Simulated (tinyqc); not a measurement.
# From one set of inputs to another, one input at a time

Model: mobility of a non-polar semiconductor in the relaxation-time approximation. Computed by tinyqc, a small Python program. Command: `OMP_NUM_THREADS=1 python tinyqc.py 3014981 3014982 out.jsonl rta ladder`. One thread of a shared host (Intel(R) Xeon(R) Processor @ 2.30GHz), about 0.03 s of CPU time with the checks.

Each valley is treated as a sphere of mass m_d for states and rates, with one isotropic relaxation time; the conductivity mass m_c sets the current.

The inputs printed are set A. Inputs not listed in the table keep their values of set A, so the rows need not describe a real material.

Inputs (values chosen for the exercise, for a model non-polar semiconductor):

| quantity | value | unit |
|---|---|---|
| longitudinal mass m_l | 0.85 | m_0 |
| transverse mass m_t | 0.44 | m_0 |
| equivalent valleys Z | 4 | - |
| non-parabolicity alpha | 0.2 | 1/eV |
| static permittivity eps_s | 10.4 | - |
| density rho | 2770 | kg/m^3 |
| sound velocity v_l | 11800 | m/s |
| acoustic deformation potential D_A | 13 | eV |
| phonon energy hbar w | 73.3 | meV |
| optical or intervalley deformation potential D_o | 3.6 | 1e8 eV/cm |
| final valleys Z_f | 3 | - |
| carrier density n | 9.1e+18 | 1/cm^3 |
| compensation ratio C | 0 | - |
| temperature T | 500 | K |
| alloy fraction x | 0.13 | - |
| alloy potential U | 1.3 | eV |
| lattice constant a | 5.44 | angstrom |

Band: Kane. Impurity formula: Brooks-Herring. Further scattering: alloy.

Constants: k_B = 8.617333262e-05 eV/K; m_0 = 9.1093837015e-31 kg; e = 1.602176634e-19 C; hbar = 1.054571817e-34 J s; eps_0 = 8.8541878128e-12 F/m; k_B = 1.380649e-23 J/K; hbar = 6.582119569e-16 eV s.

Method:
- m_d = (m_l m_t^2)^(1/3); 1/m_c = (1/m_l + 2/m_t)/3; Hall mass factor A = 3 K_m (K_m + 2)/(2 K_m + 1)^2, K_m = m_l/m_t; N_I = n (1 + C)/(1 - C).
- Kane band: hbar^2 k^2/(2 m) = E (1 + alpha E), speed v = hbar k/(m (1 + 2 alpha E)), states per spin, volume and energy g(E) = m k (1 + 2 alpha E)/(2 pi^2 hbar^2); overlap factors are set to 1. Here m = m_d. Masses are multiplied by m_0 and all formulas are in SI units.
- The reduced Fermi level eta = E_F/(k_B T) solves n = 2 Z int g f dE with f = 1/(1 + exp(x - eta)) (Z = 1 unless valleys are given); screening length L_s = sqrt(eps_s eps_0 k_B T/(e^2 dn/deta)), dn/deta = 2 Z int g f (1 - f) dE.
- Integrals over x = E/(k_B T) use 160 Gauss-Legendre points in u = sqrt(x) from 0 to sqrt(max(eta, 0) + 32).
- Phonon occupation N_q = 1/(exp(hbar w/(k_B T)) - 1).
- Acoustic deformation potential (elastic, equipartition, absorption and emission together): 1/tau = 2 pi k_B T D_A^2 g(E)/(hbar rho v_l^2).
- Optical or intervalley deformation potential: 1/tau = (pi Z_f D_o^2/(rho w)) [N_q g(E + hbar w) + (N_q + 1) g(E - hbar w)], with g = 0 below the band edge.
- Each optical term is multiplied by (1 - f(E'))/(1 - f(E)), E' the final energy, for Pauli blocking.
- Singly charged impurities, momentum relaxation: 1/tau = N_I e^4 m (1 + 2 alpha E) Phi/(8 pi (eps_s eps_0)^2 hbar^3 k^3), with alpha = 0 for a parabolic band.
- Brooks-Herring: Phi = ln(1 + b) - b/(1 + b), b = 4 k^2 L_s^2.
- Alloy disorder: 1/tau = (2 pi/hbar) Omega x (1 - x) U^2 g(E), Omega = a^3/4 (other conventions for Omega rescale U).
- mu = (m_d/m_c) (2 Z e/(3 n k_B T)) int g v^2 tau f (1 - f) dE.
- Averages over x are split at the emission threshold x_0 = hbar w/(k_B T): 64 Gauss-Legendre points in sqrt(x) below it and 128 in sqrt(x - x_0) above it, up to x = max(eta, 0) + 32.
- Rates are added at each energy before the average. With <y> = int g v^2 y f (1 - f) dE: Hall factor r_H = A (3 n k_B T/(2 Z m_d)) <tau^2/(1 + 2 alpha E)>/<tau>^2 (alpha = 0 for a parabolic band); Hall mobility r_H mu; |S| = (k_B/e) (<x tau>/<tau> - eta); resistivity 1/(n e mu).

Each row keeps all changes above it:

| input moved | from | to | Hall factor r_H | acoustic mobility (cm^2/(V s)) | ionised impurity mobility (cm^2/(V s)) |
|---|---|---|---|---|---|
| set A | - | - | 0.9847 | 276.3 | 270 |
| carrier density n (1/cm^3) | 9.1e+18 | 1.4e+16 | 1.1465 | 280.8 | 43608 |
| alloy potential U (eV) | 1.3 | 0.82 | 1.1408 | 280.8 | 43608 |
| temperature T (K) | 500 | 150 | 1.0174 | 1808.5 | 10429 |
| longitudinal mass m_l (m_0) | 0.85 | 1.48 | 0.9676 | 1250.6 | 10133 |
| static permittivity eps_s | 10.4 | 5.7 | 0.9385 | 1250.6 | 3363 |
| sound velocity v_l (m/s) | 11800 | 18700 | 0.9360 | 3140.8 | 3363 |
| transverse mass m_t (m_0) | 0.44 | 0.278 | 0.8851 | 7492.6 | 4595 |

Hall factor r_H goes from 0.985 to 0.885, a factor 0.899 in all. The largest single move comes from carrier density n (a factor 1.16), but it runs against the net change; the largest move in the direction of the net change is temperature T (a factor 0.892). Acoustic mobility goes from 276 to 7490, a factor 27.1 in all. The largest single move comes from temperature T (a factor 6.44), and longitudinal mass m_l works against it (a factor 0.692). Ionised impurity mobility goes from 270 to 4600, a factor 17.0 in all. The largest single move comes from carrier density n (a factor 162), and temperature T works against it (a factor 0.239). The single moves hold for this order of the switches; the total does not depend on the order.

Caution (rows set A): above a few 1e18 per cm^3 the Born approximation, static screening and an unperturbed band are rough; measured mobilities are usually lower.

Extremes, crossings and ranges named in words are read from the listed rows.
